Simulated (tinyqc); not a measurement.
Finite-size error of a charged defect in a periodic cell: Madelung and Makov-Payne terms: one step, computed by the program tinyqc. Command: `OMP_NUM_THREADS=1 python tinyqc.py 3021160 3021161 out.jsonl imagecharge walk`. One thread of a shared host (Intel(R) Xeon(R) Processor @ 2.30GHz), about 0.02 s of CPU time with the checks.

L is the cube root of the cell volume. The defect charge is a Gaussian, rho(r) = q (2 pi sigma^2)^(-3/2) exp(-r^2/2 sigma^2), repeated periodically in a uniform neutralising background and screened by a continuum. The model cell energy is E(L) = E_0 + [periodic - isolated electrostatic energy].

Task: Madelung energy. Ewald sum for a unit point charge: scale each Cartesian component of the cell by 1/sqrt(eps_i), giving R', G' and V'; E = [ (1/2) sum erfc(eta R')/R' + (2 pi/V') sum exp(-G'^2/4 eta^2)/G'^2 - eta/sqrt(pi) - pi/(2 V' eta^2) ] e^2/(4 pi eps_0) / sqrt(eps_x eps_y eps_z), over n_i = -6..6, omitting n = (0,0,0), eta = 2/V'^(1/3). alpha = -2 E eps_g L/(e^2/(4 pi eps_0)), eps_g = (eps_x eps_y eps_z)^(1/3).

Inputs (values chosen for the exercise, for a model host): charge q = -1 e; cell length L = 12.3 angstrom; dielectric constant eps = 7.53.

Supercell lattice: bcc. Screening: isotropic.

cell vectors (rows) (angstrom):
```
[[-7.748514, 7.748514, 7.748514],
 [7.748514, -7.748514, 7.748514],
 [7.748514, 7.748514, -7.748514]]
```

Constants: e^2/(4 pi eps_0) = 14.39964548 eV angstrom.

Give: terms for a unit charge; Madelung constant alpha; point-charge correction -q^2 E.

Result:

terms for a unit charge (eV): real space 0.0013, reciprocal 0.0107, self -0.1754, background -0.0611

Madelung constant alpha = 2.888

point-charge correction -q^2 E = 0.2245 eV
